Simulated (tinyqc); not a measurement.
Magnetoresistance against angle.

Conductance G = G0 (1 + P1 P2 cos(phi)) at low bias, phi the angle between the magnetisations, normalised to Rp = RA/area at phi = 0.

Values chosen for this exercise:
- Dm = 57 nm (diameter)
- P1 = 0.73 (spin polarisation of the reference layer)
- P2 = 0.6 (spin polarisation of the free layer)
- RA = 3.8 ohm um^2 (resistance-area product, parallel state)

Results:

| phi (degree) | R (kohm) | R/Rp - 1 (%) | share of the full TMR (%) |
|---|---|---|---|
| 0 | 1.489 | 0 | 0 |
| 20 | 1.517 | 1.871 | 1.201 |
| 45 | 1.635 | 9.795 | 6.284 |
| 70 | 1.862 | 25.06 | 16.08 |
| 90 | 2.141 | 43.80 | 28.10 |
| 135 | 3.102 | 108.3 | 69.49 |
| 160 | 3.639 | 144.4 | 92.63 |
| 180 | 3.810 | 155.9 | 100.0 |

Estimate the missing row, phi = 110 degree.

Computed row:

| phi (degree) | R (kohm) | R/Rp - 1 (%) | share of the full TMR (%) |
|---|---|---|---|
| 110 | 2.519 | 69.14 | 44.36 |

With this row back in the table: R rises from 1.49 to 3.81 kohm, TMR0 = 156 %. It is the conductance that follows cos(phi), so at 90 degrees R has covered only (1 - P1 P2)/2 = 28.1 % of its range.

Numbers from tinyqc (`OMP_NUM_THREADS=1 python tinyqc.py 2450123 2450124 out.jsonl`; about 0.01 s on one thread of a shared Intel Xeon 2.30GHz).
